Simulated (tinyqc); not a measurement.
Charge needed for a dipole step.

Two sheets of opposite charge dd apart with permittivity ei give the step D = q N dd/(eps0 ei).

Parameters, values chosen for the exercise:
- ei = 4.4 (relative permittivity inside the dipole layer)
- dd = 0.17 nm (thickness of the dipole layer)

Constants: q = 1.602176634e-19 C, eps0 = 8.8541878128e-14 F/cm where lengths are in cm. Results are converted to the units shown.

Charge needed for a dipole step:
```
N (cm^-2)     D (V)  field (MV/cm)  moment (debye/nm^2, 1 D = 3.33564e-30 C m)
1e12       0.006991         0.4113                                     0.08165
2.7e12      0.01888          1.110                                      0.2205
6.8e12      0.04754          2.797                                      0.5553
1.7e13       0.1189          6.991                                       1.388
4.5e13       0.3146          18.51                                       3.674
1.1e14       0.7690          45.24                                       8.982
2.9e14        2.027          119.3                                       23.68
```

D is proportional to N, 0.1 V for 1.43e13 cm^-2. The same sheet as an uncompensated charge under 1 nm of a dielectric of permittivity 3.9 would shift the flat band by 0.664 V, and that shift would grow with thickness, which a dipole step does not. For N = 1.1e14, 2.9e14 the field exceeds 20 MV/cm; it acts over one bond length, where the sheet picture is only a bookkeeping device.

tinyqc, about 0.01 s, one thread, Intel Xeon 2.30GHz (shared host): `OMP_NUM_THREADS=1 python tinyqc.py 2410106 2410107 out.jsonl`
